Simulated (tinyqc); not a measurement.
## Ideality, saturation current and resistance from three points

Problem. Well above the saturation current a diode obeys V = n Vt ln(I/I0) + I Rs. Find n, Rs and I0.

Parameters, values chosen for the exercise:

| symbol | value | unit | meaning |
|---|---|---|---|
| T | 325 | K | temperature |

Constants: q = 1.602176634e-19 C, kB = 1.380649e-23 J/K, Vt = kB T/q. Results are converted to the units shown.

currents (A): [4e-6, 0.0005, 0.02]
voltages (V): [0.34719171, 0.56744396, 0.78160937]

Answer. V is linear in the three unknowns n Vt, Rs and -n Vt ln I0, so three points give a linear system.

n = 1.62
Rs = 2.40 ohm
I0 = 1.90e-9 A

Program tinyqc, `OMP_NUM_THREADS=1 python tinyqc.py 2260071 2260072 out.jsonl`; Intel Xeon 2.30GHz, shared host, one thread, about 0.01 s.
